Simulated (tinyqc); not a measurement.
From results back to parameters: three-band (Emery) model of a CuO2 plane downfolded to one band. Three cases, with inputs chosen for the exercise.

Problem. With d at 0, oxygen p at -D, hoppings tpd and tpp and k in pi/a: at (1,0) the bonding and antibonding levels are the roots of E (E + D) = 4 tpd^2, and at (1,1) the top level solves E (E + D - 4 tpp) = 8 tpd^2. The levels below come from hidden parameters.

Case 1.

levels at (1,0) (eV): bonding -3.59079, antibonding 2.09079

top level at (1,1) = 4.44102 eV

Case 2.

levels at (1,0) (eV): bonding -3.65548, antibonding 1.65548

top level at (1,1) = 2.96375 eV

Case 3.

levels at (1,0) (eV): bonding -3.79474, antibonding 1.59474

top level at (1,1) = 3.94668 eV

Find: D, tpd, tpp.

Solution. The sum of the roots is -D and their product -4 tpd^2; then tpp = (E + D - 8 tpd^2/E)/4.

Case 1.

D, tpd, tpp (eV): 1.50  1.37  0.64

Case 2.

D, tpd, tpp (eV): 2.00  1.23  0.22

Case 3.

D, tpd, tpp (eV): 2.20  1.23  0.77

Computed by tinyqc, one run a case: `OMP_NUM_THREADS=1 python tinyqc.py N N+1 out.jsonl` with N = 1482544, 1482698, 1482789; one thread of a shared Intel(R) Xeon(R) Processor @ 2.30GHz, about 0.06 s a run at most.
